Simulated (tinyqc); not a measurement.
## Partial widths from the peak

Question. A Breit-Wigner resonance has total width G = GL + GR and peak transmission Tp = 4 GL GR/G^2. GL is known to be the larger. Find GL, GR and the lifetime hbar/G.

Constants: q = 1.602176634e-19 C, hbar = 1.054571817e-34 J s. Results are converted to the units shown.

G = 4.2292565 meV
Tp = 0.92261165

Solution. GL and GR have the sum G and the product Tp G^2/4, so they are (G/2)(1 +/- sqrt(1 - Tp)).

GL = 2.70 meV
GR = 1.53 meV
lifetime = 156 fs

Numbers from tinyqc (`OMP_NUM_THREADS=1 python tinyqc.py 2600002 2600003 out.jsonl`; about 0.2 s on one thread of a shared Intel Xeon 2.30GHz).
